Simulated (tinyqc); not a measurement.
Cahn-Hilliard equation on a periodic one-dimensional grid. Changing the mean composition c0. Computed by tinyqc, a small Python program. Command: `OMP_NUM_THREADS=1 python tinyqc.py 3002811 3002812 out.jsonl cahn sweep`. One thread of a shared host (Intel(R) Xeon(R) Processor @ 2.30GHz), about 0.6 s of CPU time with the checks.

Free energy F = h sum_j [A (c_j^2 - 1)^2/4 + (kappa/2) ((c_(j+1) - c_j)/h)^2]; dc/dt = Lap(mu), mu = A (c^3 - c) - kappa Lap(c), Lap(y)_j = (y_(j+1) - 2 y_j + y_(j-1))/h^2, mobility 1; the grid has n = 12 points.

Inputs (values chosen for the exercise, in reduced units):
```
quantity                    value  unit
spacing h                     1.1     -
well depth A                 0.66     -
gradient coefficient kappa    1.1     -
noise amplitude               0.1     -
time step dt                0.071     -
end time                      150     -
```

Scheme: explicit Euler.

random numbers: -0.644  -0.991  0.777  -0.533  0.576  -0.851  -0.814  0.556  0.255  0.408  0.206  -0.947

Method:
- f'' = A (3 c0^2 - 1). Mode m has lambda_m = (4/h^2) sin^2(pi m/n) and the rate w_m = -lambda_m (f'' + kappa lambda_m). In the continuum the fastest wavelength is 2 pi sqrt(2 kappa/|f''|) with the rate f''^2/(4 kappa). Explicit steps near c = +-1, where f'' = 2A, are stable for dt < 2/(16 kappa/h^4 + 8 A/h^2).
- Start: c_j = c0 + amplitude x (z_j - mean of z).
- c(new) = c + dt Lap(mu).
- Run to the end time; break off if |c| exceeds 3 or F has risen by more than 1e-9 in more than 30 steps. Domains = stretches with c > c0.

One run for each value:
```
mean composition c0  fastest wavelength  largest rate  F at the end        f''
-0.24                             12.61       0.06774         1.542  -0.545952
-0.12                             11.73       0.09063         1.564  -0.631488
0.00                              11.47       0.09900         1.570  -0.660000
0.12                              11.73       0.09063         1.564  -0.631488
0.24                              12.61       0.06774         1.542  -0.545952
```

What does the table show, and why?

Over the rows, fastest wavelength goes from 12.6 through a minimum among these rows, 11.5 at 0, to 12.6; largest rate goes from 0.0677 through a maximum among these rows, 0.0990 at 0, to 0.0677; F at the end goes from 1.54 through a maximum among these rows, 1.57 at 0, to 1.54. The spinodal lies at |c0| = 1/sqrt(3) = 0.577, where the wavelength diverges and the rate vanishes. Left out: -0.480, -0.360, 0.360, 0.480 (no mode grows enough within the run).

Extremes, crossings and ranges named in words are read from the listed rows.
